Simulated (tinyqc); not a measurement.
Ewald sum of point charges, bcc lattice in a neutralising background, step by step. Computed by tinyqc, a small Python program that keeps every step. Command: `OMP_NUM_THREADS=1 python tinyqc.py 24961 24962 out.jsonl` (the two numbers bound the seeds that draw the settings). One thread of a shared host (Intel(R) Xeon(R) Processor @ 2.60GHz), about 0.05 s of CPU time with the checks.

## Ewald sum with eta = 0.473 1/bohr

cell vectors (rows) (bohr):
```
,1,2,3
1,8.450000,0.000000,0.000000
2,0.000000,8.450000,0.000000
3,0.000000,0.000000,8.450000
```

Charges:
```
q,f1,f2,f3
1.000000,0.000000,0.000000,0.000000
1.000000,0.500000,0.500000,0.500000
```

Real space: 1/2 sum q_i q_j erfc(eta r)/r over all images with r > 0; reciprocal space: (2 pi/V) sum_(G != 0) exp(-G^2/4 eta^2)/G^2 |S(G)|^2 with S(G) = sum q exp(i G.r); self term -eta/sqrt(pi) sum q^2; background -pi Q^2/(2 V eta^2), Q the total charge.

Real-space shells (first ones):
```
r (bohr),pairs,sum (hartree)
7.317915,16,1.07e-06
8.450000,12,1.12e-08
11.950105,24,0
```

Reciprocal shells (first ones that count):
```
G^2 (1/bohr^2),vectors,sum (hartree)
1.105799,12,0.131383
2.211599,6,0.009547
3.317398,24,0.007399
4.423197,12,0.000806
5.528997,24,0.000375
6.634796,8,0.000030
7.740595,48,0.000045
8.846394,6,1.44e-06
9.952194,36,2.23e-06
11.057993,24,3.89e-07
12.163792,24,1.03e-07
13.269592,24,2.74e-08
```

## The total does not depend on eta

The same sums for other eta.

Totals (hartree per cell):
```
eta,real,reciprocal,self,background,total
0.473000,1.09e-06,0.149590,-0.533723,-0.046547,-0.43067851
0.613000,2.45e-10,0.288731,-0.691696,-0.027713,-0.43067851
0.729000,0,0.411505,-0.822588,-0.019595,-0.43067851
```

shortest distance = 7.317915 bohr
